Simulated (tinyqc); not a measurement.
Nanowire ballistic transistor, top-of-the-barrier model: two steps of the calculation.

At the top of the source barrier, states moving towards the drain are filled by the source (Fermi level 0) and states moving back by the drain (Fermi level -q Vd); nothing scatters. U is the shift of the band edge there, set by the capacitances CG, CD and CS (the total) and by the charge. Parabolic one-dimensional subbands; the source is grounded.

Values chosen for this exercise; mass and valleys close to those of germanium:
- T = 150 K (temperature)
- m = 0.118 m0 (effective mass)
- gv = 4 (valley degeneracy)
- eox = 3.9 (relative permittivity of the gate insulator)
- tox = 3.1 nm (insulator thickness)
- d = 4 nm (wire diameter)
- dE = 0.15 eV (offset of a second subband (0: none))
- aG = 0.87 (gate control CG/CS)
- aD = 0.054 (drain control CD/CS)
- E0 = 0.3 eV (band edge at the barrier top above the source Fermi level at zero bias)
- Vg = 0.5 V (gate voltage)
- Vd = 0.2 V (drain voltage)

Constants: q = 1.602176634e-19 C, kB = 1.380649e-23 J/K, hbar = 1.054571817e-34 J s, h = 6.62607015e-34 J s, m0 = 9.1093837015e-31 kg, Vt = kB T/q, eps0 = 8.8541878128e-14 F/cm where lengths are in cm. Results are converted to the units shown.

Question 1. Density of states, capacitances and charge at zero bias. N0 = gv sqrt(2 m kB T/pi)/hbar, CG = 2 pi eps0 eox/ln(1 + 2 tox/d), CS = CG/aG, n0 = n at U = 0 and Vd = 0. eta1 = -(E0 + U)/Vt, eta2 = eta1 - Vd/Vt, n = (N0/2)[F_(-1/2)(eta1) + F_(-1/2)(eta2)], F_(-1/2)(x) = (1/sqrt(pi)) int_0^infinity u^(-1/2)/(1 + exp(u - x)) du. Each F is summed over the two subbands, F(eta) + F(eta - dE/Vt), which share the mass. UL = -(aG Vg + aD Vd).

Wanted: N0; CG; CS; n0; UL.

Answer 1.

N0 = 4.515e6 cm^-1
CG = 2.318 pF/cm
CS = 2.664 pF/cm
n0 = 3.760e-4 cm^-1
UL = -0.4458 eV

Question 2. Current, mean velocity and share of the gate voltage. I = gv (2 q^2/h) Vt [ln(1 + exp eta1) - ln(1 + exp eta2)], summed over both subbands. Mean velocity I/(q n). CQ = (q/Vt) dn/d(eta1); the band edge follows the gate as -dU/dVg = aG/(1 + CQ/CS).

converged U = -0.31176688 eV

Wanted: eta1; n; I; mean velocity; CQ; -dU/dVg.

Answer 2.

eta1 = 0.91033
n = 2.2287e6 cm^-1
I = 5.0017 uA
mean velocity = 1.4007e7 cm/s
CQ = 12.436 pF/cm
-dU/dVg = 0.15350 eV/V

The carriers from the source are near degeneracy (eta1 = 0.910), and the mean velocity is 1.26 times vT = sqrt(2 kB T/(pi m)) = 1.11e7 cm/s.

Program tinyqc, `OMP_NUM_THREADS=1 python tinyqc.py 2400158 2400159 out.jsonl`; Intel Xeon 2.30GHz, shared host, one thread, about 0.07 s.
